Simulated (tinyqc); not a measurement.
Holstein polaron on two sites. From one set of inputs to another, one input at a time. Computed by tinyqc, a small Python program. Command: `OMP_NUM_THREADS=1 python tinyqc.py 3008395 3008396 out.jsonl holstein ladder`. One thread of a shared host (Intel(R) Xeon(R) Processor @ 2.30GHz), about 0.02 s of CPU time with the checks.

One electron on sites 1 and 2: H = -t (c1+ c2 + c2+ c1) + hbar omega sum_i b_i+ b_i - g hbar omega sum_i n_i (b_i + b_i+). The symmetric phonon shifts the energy by -g^2 hbar omega/2 and drops out; with b = (b_1 - b_2)/sqrt(2) there remains H = -t sigma_x + hbar omega b+ b - (g hbar omega/sqrt(2)) sigma_z (b + b+). Parity splits it into blocks p = +1 and -1 over phonon numbers n. Zero-point energies are left out. Weights Z refer to mode b alone; the displaced symmetric mode multiplies the full zero-phonon weight by exp(-g^2/2).

The inputs printed are set A. Inputs not listed in the table keep their values of set A, so the rows need not describe a real material.

Inputs (values chosen for the exercise, for a model dimer): hopping t = 11 meV; phonon energy hbar omega = 34.1 meV; coupling g = 0.747.

Method. Block p: H_nn = n hbar omega - p t (-1)^n - g^2 hbar omega/2, H_(n,n+1) = -(g hbar omega/sqrt(2)) sqrt(n + 1). Use 60 levels in both blocks; Z = c_0^2 is the weight of n = 0 in the ground state c; the splitting is the lowest odd level less the lowest even one, which without coupling is the smaller of 2t and hbar omega; <sigma_x> = sum (-1)^n c_n^2 measures the kinetic energy.

Each row keeps all changes above it:

| input moved | from | to | weight Z of n = 0 in mode b | mean phonon number in b | <sigma_x> |
|---|---|---|---|---|---|
| set A | - | - | 0.88002 | 0.13753 | 0.79076 |
| phonon energy hbar omega (meV) | 34.1 | 104 | 0.80877 | 0.21930 | 0.66516 |
| hopping t (meV) | 11 | 24 | 0.85473 | 0.16659 | 0.74631 |
| coupling g | 0.747 | 0.313 | 0.97656 | 0.02402 | 0.95424 |

weight Z of n = 0 in mode b goes from 0.880 to 0.977, a factor 1.11 in all. The largest single move comes from coupling g (a factor 1.14), and phonon energy hbar omega works against it (a factor 0.919). Mean phonon number in b goes from 0.138 to 0.0240, a factor 0.175 in all. The largest single move comes from coupling g (a factor 0.144), and phonon energy hbar omega works against it (a factor 1.59). <sigma_x> goes from 0.791 to 0.954, a factor 1.21 in all. The largest single move comes from coupling g (a factor 1.28), and phonon energy hbar omega works against it (a factor 0.841). The single moves hold for this order of the switches; the total does not depend on the order.

Extremes, crossings and ranges named in words are read from the listed rows.
